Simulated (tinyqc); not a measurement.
Via and link resistance from two via chains.

Question. A chain of 5000 vias joined by 5000 metal links has R = 5000 (Rv + Rlink), with Rlink proportional to the link length. Find Rv, Rlink for length L, and the value of Rv that the short chain would give if the links were ignored.

resistance of chains of 5000 links with link lengths L and 3 L (ohm): 1.31e5  1.53e5

Solution. R per link is a straight line in the link length; its intercept at zero length is Rv.

Rv = 24.0 ohm
Rlink = 2.20 ohm
Rv without correction = 26.2 ohm

tinyqc, about 0.01 s, one thread, Intel Xeon 2.30GHz (shared host): `OMP_NUM_THREADS=1 python tinyqc.py 2750104 2750105 out.jsonl`
